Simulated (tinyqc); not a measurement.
# Worked calculation: thin film between two gates, subbands and threshold shift from confinement

Computed by the program tinyqc: `OMP_NUM_THREADS=1 python tinyqc.py 2350149 2350150 out.jsonl`, one thread of a shared Intel Xeon 2.30GHz, about 0.1 s for the whole run. Printed values are rounded.

Undoped body with a flat potential across it, hard walls, transport along x. Three valley pairs (g = 2 each) with the longitudinal mass along x, y or z. Non-parabolicity enters the subband edges through E (1 + al E) = gamma, so E = 2 gamma/(1 + sqrt(1 + 4 al gamma)); motion within a subband is taken as parabolic with the band-edge mass. Energies are counted from the bulk band edge.

Inputs (values chosen for the exercise); masses close to those of silicon: temperature T = 300 K; longitudinal mass ml = 0.912 m0; transverse mass mt = 0.187 m0; non-parabolicity al = 0 1/eV; film thickness (along z) t = 8.4 nm; widening of the box by penetration into the insulator dl = 0 nm.

Constants: q = 1.602176634e-19 C, kB = 1.380649e-23 J/K, hbar = 1.054571817e-34 J s, m0 = 9.1093837015e-31 kg, Vt = kB T/q, hbar^2/(2 m0) = 0.0380998212 eV nm^2. Results are converted to the units shown.

## Lowest subbands

gamma = C (pi k/(t + dl))^2/mz, C = hbar^2/(2 m0). List the 6 lowest, labelled by valley axis and quantum numbers, with degeneracy g and N_k: N_k = g sqrt(mx my) m0 kB T/(pi hbar^2).

| subband | E_k (eV) | g | N_k (cm^-2) |
|---|---|---|---|
| z1 | 0.005843449 | 2 | 4.038899e12 |
| z2 | 0.02337380 | 2 | 4.038899e12 |
| x1 | 0.02849853 | 2 | 8.919480e12 |
| y1 | 0.02849853 | 2 | 8.919480e12 |
| z3 | 0.05259104 | 2 | 4.038899e12 |
| z4 | 0.09349519 | 2 | 4.038899e12 |

## Threshold shift

Each subband has N_k = g sqrt(mx my) m0 kB T/(pi hbar^2); without degeneracy n = exp(EF/Vt) sum N_k exp(-E_k/Vt). Classical value Nc times t, Nc = sum over valleys of 2 g (m m0 kB T/(2 pi hbar^2))^1.5 with m = (mx my mz)^(1/3). Threshold shift dVT = Vt ln(classical value/sum N_k exp(-E_k/Vt)). Use the subbands listed.

| subband | shares (%) |
|---|---|
| z1 | 28.21722 |
| z2 | 14.32245 |
| x1 | 25.94192 |
| y1 | 25.94192 |
| z3 | 4.62582 |
| z4 | 0.95067 |

sum N_k exp(-E_k/Vt) = 1.141782e13 cm^-2
Nc = 2.688823e19 cm^-3
classical value = 2.258612e13 cm^-2
dVT = 17.63521 mV

With all subbands dVT = 17.11 mV. The lowest edge lies at 5.84 meV; dVT is larger than that, since sum N_k exp(-(E_k - E_1)/Vt) falls short of the classical value.
